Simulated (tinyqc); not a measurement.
Worked calculation: lattice vibrations of a chain. Computed by tinyqc, a small Python program that keeps every step. Command: `OMP_NUM_THREADS=1 python tinyqc.py 27202 27203 out.jsonl` (the two numbers bound the seeds that draw the settings). One thread of a shared host (Intel(R) Xeon(R) Processor @ 2.60GHz), about 0.01 s of CPU time with the checks.

## Dynamical matrix at q = 0.06

A chain moving along its axis:

| atom | mass (u) | spring to the next atom (eV/angstrom^2) |
|---|---|---|
| 1 | 118.90000 | 29.80000 |
| 2 | 83.20000 | 15.60000 |

q is in units of 2 pi/a. A spring k from atom i to atom j, n cells on, adds k to Phi_ii and Phi_jj, -k exp(2 pi i q n) to Phi_ij and the conjugate to Phi_ji (for one atom a cell: 2k (1 - cos 2 pi q n)); D_ij = Phi_ij / sqrt(m_i m_j).

D(q) (eV/(angstrom^2 u)):
```
                   1                  2
1            0.38183  -0.44545+0.05774i
2  -0.44545-0.05774i            0.54567
```

## Frequencies

omega^2 are the eigenvalues; wavenumber = 521.4708 sqrt(eigenvalue) 1/cm.

eigenvalues: 0.00717  0.92034

wavenumbers (1/cm): 44.2  500.3

weights |e|^2 of the mass-weighted modes:
```
         mode 1   mode 2
atom 1  0.58971  0.41029
atom 2  0.41029  0.58971
```

## Dispersion and heat capacity

C/k_B per atom = mean over q = (j + 1/2)/80, j = 0..39 and all branches of y^2 e^y/(e^y - 1)^2, y = hc wavenumber / k_B T.

Wavenumbers (1/cm):

| q | branch 1 | branch 2 |
|---|---|---|
| 0.00000 | 0.00000 | 502.21365 |
| 0.06250 | 45.99217 | 500.10326 |
| 0.12500 | 91.36230 | 493.83346 |
| 0.18750 | 135.44285 | 483.60499 |
| 0.25000 | 177.44340 | 469.82166 |
| 0.31250 | 216.27600 | 453.25847 |
| 0.37500 | 250.11021 | 435.50366 |
| 0.43750 | 275.29031 | 420.04023 |
| 0.50000 | 285.21675 | 413.36420 |

Heat capacity:

| T (K) | C/k_B per atom |
|---|---|
| 20 | 0.06232 |
| 50 | 0.16108 |
| 100 | 0.33970 |
| 200 | 0.64615 |
| 300 | 0.80390 |
| 600 | 0.94283 |
| 1200 | 0.98510 |

zero-point energy per atom = 19.57555 meV
